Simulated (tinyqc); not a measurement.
Thin film between two gates, subbands and threshold shift from confinement: one step of the calculation.

Undoped body with a flat potential across it, hard walls, transport along x. Three valley pairs (g = 2 each) with the longitudinal mass along x, y or z. Non-parabolicity enters the subband edges through E (1 + al E) = gamma, so E = 2 gamma/(1 + sqrt(1 + 4 al gamma)); motion within a subband is taken as parabolic with the band-edge mass. Energies are counted from the bulk band edge.

Task. Threshold shift. Each subband has N_k = g sqrt(mx my) m0 kB T/(pi hbar^2); without degeneracy n = exp(EF/Vt) sum N_k exp(-E_k/Vt). Classical value Nc times t, Nc = sum over valleys of 2 g (m m0 kB T/(2 pi hbar^2))^1.5 with m = (mx my mz)^(1/3). Threshold shift dVT = Vt ln(classical value/sum N_k exp(-E_k/Vt)). Use the subbands listed.

Values chosen for this exercise; masses close to those of silicon:
```
symbol,value,unit,meaning
T,300,K,temperature
ml,0.931,m0,longitudinal mass
mt,0.191,m0,transverse mass
t,7.8,nm,film thickness (along z)
```

Constants: q = 1.602176634e-19 C, kB = 1.380649e-23 J/K, hbar = 1.054571817e-34 J s, m0 = 9.1093837015e-31 kg, Vt = kB T/q. Results are converted to the units shown.

```
subband,E_k (eV),N_k (cm^-2)
z1,0.0063109251,4.1252921e12
z2,0.025243700,4.1252921e12
x1,0.030761630,9.1077869e12
y1,0.030761630,9.1077869e12
z3,0.056798326,4.1252921e12
z4,0.10097480,4.1252921e12
```

Give: shares; sum N_k exp(-E_k/Vt); Nc; classical value; dVT.

Result.

```
subband,shares (%)
z1,29.734
z2,14.295
x1,25.495
y1,25.495
z3,4.218
z4,0.764
```

sum N_k exp(-E_k/Vt) = 1.0869e13 cm^-2
Nc = 2.7748e19 cm^-3
classical value = 2.1643e13 cm^-2
dVT = 17.807 mV

Computed by the program tinyqc: `OMP_NUM_THREADS=1 python tinyqc.py 2350017 2350018 out.jsonl`, one thread of a shared Intel Xeon 2.30GHz, about 0.06 s for the whole run.
